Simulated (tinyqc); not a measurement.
What moves the results: valley splitting in a one-orbital chain of atomic planes (second-neighbour model). A value that a table varies takes the place of the one given here.

Each (001) plane carries one orbital with energy e0, hopping v to the next plane and u to the second: E(phi) = e0 + 2 v cos(phi) + 2 u cos(2 phi), where phi = pi - k a/4 (the sign of every second orbital is chosen so that v > 0, which shifts the phase by pi). The minimum lies at cos(phi0) = -v/(4u), phi0 = pi - (pi/2) k0 for a valley at k0 (2 pi/a), and e0 puts it at zero. A slab of N planes has hard walls: the matrix simply ends.

A well of Nw planes between barriers of 40 planes each (as of a SiGe alloy, taken as an offset alone). With x = j - 39.5 for plane j = 0, 1, ..., the potential is V0 (f(x) + f(Nw - x)) + F (j - 40) a/4, f(y) = 1/(1 + exp(y/L)), a step for L = 0; L is in planes, 4 L is about the distance over which f goes from 0.88 to 0.12, and 1 MV/m = 1e-4 V/angstrom.

Constants: hbar^2/2m0 = 3.80998211 eV angstrom^2.

Values chosen for the exercise (near those of the Delta valleys of silicon; abrupt walls in this chain split the valleys several times more than measured wells; the results hold for these values, not for the real material): a = 5.437 angstrom (lattice constant; planes lie a/4 apart); ml = 0.944 m0 (longitudinal mass); N0 = 55 (first number of planes); Nf = 100 (planes in the thick slab); V0 = 0.1 eV (barrier height); F = 15 MV/m (field); Nw = 55 (planes in the well); k0 = 0.867 2 pi/a (position of the valley).

## Splitting against the number of planes

u = 0.570672 eV
v = 0.473429 eV
e0 = 1.239534 eV
phi0 = 1.779712 rad

Ten slabs from N0 on, of thickness (N - 1) a/4 between the outer planes. Effective mass: E1 = (c/ml)(pi/W)^2 with W = (N + 2) a/4: the amplitude vanishes on two missing planes at each end, and the envelope has its nodes N + 2 spacings apart. Large-N estimate of the splitting: 16 pi^2 u |sin(phi0) sin((N + 2) phi0)|/(N + 2)^3.

Doublet (meV):

| N | thickness (angstrom) | mean level | effective mass | splitting | estimate |
|---|---|---|---|---|---|
| 55 | 73.40 | 6.63 | 6.64 | 0.381 | 0.377 |
| 56 | 74.76 | 6.40 | 6.41 | 0.188 | 0.196 |
| 57 | 76.12 | 6.19 | 6.19 | 0.418 | 0.417 |
| 58 | 77.48 | 5.98 | 5.99 | 0.006 | 0.013 |
| 59 | 78.84 | 5.79 | 5.79 | 0.381 | 0.382 |
| 60 | 80.20 | 5.60 | 5.61 | 0.145 | 0.139 |
| 61 | 81.56 | 5.43 | 5.43 | 0.288 | 0.292 |
| 62 | 82.91 | 5.26 | 5.26 | 0.246 | 0.242 |
| 63 | 84.27 | 5.10 | 5.10 | 0.165 | 0.170 |
| 64 | 85.63 | 4.95 | 4.95 | 0.289 | 0.288 |

The mean level falls smoothly, from 6.6 to 4.9 meV, within 0.2 % of the effective-mass value. The splitting swings between 0.006 (N = 58) and 0.418 meV (N = 57): one plane more or less changes the phase between the two walls by phi0 = 1.780 rad. The estimate misses the computed values by at most 0.008 meV.

## Splitting against the electric field

A thick slab in a field F: plane j = 0, 1, ... gains the energy F j a/4 (1 MV/m = 1e-4 V/angstrom), which presses the electron against the first wall. The exponent is the slope of ln(splitting) against ln F between 20 and 50 MV/m.

Doublet:

| F (MV/m) | mean level (meV) | splitting (meV) | splitting/F (meV per MV/m) |
|---|---|---|---|
| 1 | 7.87 | 0.1435 | 0.1435 |
| 2 | 12.32 | 0.2785 | 0.1392 |
| 5 | 22.41 | 0.6950 | 0.1390 |
| 10 | 35.14 | 1.3902 | 0.1390 |
| 20 | 54.89 | 2.7813 | 0.1391 |
| 30 | 71.11 | 4.1730 | 0.1391 |
| 50 | 98.24 | 6.9583 | 0.1392 |

exponent = 1.00

The splitting goes from 0.1435 to 6.9583 meV. At high field it grows as F^1.00: at a single hard wall it follows the squared slope of the envelope, which is proportional to F, while the level itself grows about as F^(2/3) (here F^0.64). A hard wall is the sharpest interface possible; real Si interfaces split several times less.

## Sharp and graded interfaces

The lowest doublet for several interface widths L.

Doublet:

| L (planes) | 4 L (angstrom) | mean level (meV) | splitting (micro-eV) |
|---|---|---|---|
| 0.00 | 0.00 | 36.93 | 2084.03 |
| 0.25 | 1.36 | 37.07 | 1126.54 |
| 0.50 | 2.72 | 37.29 | 212.98 |
| 0.75 | 4.08 | 37.57 | 33.33 |
| 1.00 | 5.44 | 37.93 | 4.41 |
| 1.50 | 8.16 | 38.81 | 1.06 |
| 2.00 | 10.87 | 39.85 | 1.46 |

The mean level moves by +2.9 meV over the table, while the splitting falls from 2084.0 micro-eV at a step to 4.41 at L = 1 plane, a factor 473. Coupling the valleys needs the Fourier component of the potential at twice the valley wave vector, a period of a few planes, and grading removes it. Random alloy disorder, left out here, sets the splitting once this part is gone.

## What each parameter does

Step interfaces (L = 0). u, v, e0 follow from 8 u sin^2(phi0) = (2c/ml)/(a/4)^2, v = -4u cos(phi0), e0 = 2u + v^2/(4u), c = hbar^2/2m0. Each row changes one parameter from the base and keeps the others.

Results:

| case | mean level (meV) | splitting (micro-eV) |
|---|---|---|
| base | 36.93 | 2084.0 |
| k0 = 0.877 2 pi/a | 36.94 | 2076.6 |
| ml = 1.038 m0 | 35.94 | 2084.5 |
| V0 = 0.15 eV | 39.19 | 2085.3 |
| F = 30 MV/m | 7.98 | 4164.2 |
| Nw = 56 | 36.93 | 2084.0 |

The largest shifts from the base row, up to three for each result and ties (the steps differ in size, so this ranks the rows, not the parameters). mean level (meV): F -28.95, V0 +2.26, ml -0.99; unchanged at the printed digits by Nw. splitting (micro-eV): F +2080.2, k0 -7.4, V0 +1.3; unchanged at the printed digits by Nw.

Run: tinyqc, `OMP_NUM_THREADS=1 python tinyqc.py 1482449 1482450 out.jsonl`; Intel(R) Xeon(R) Processor @ 2.30GHz, one thread, shared host; about 0.02 s of CPU time with all checks.
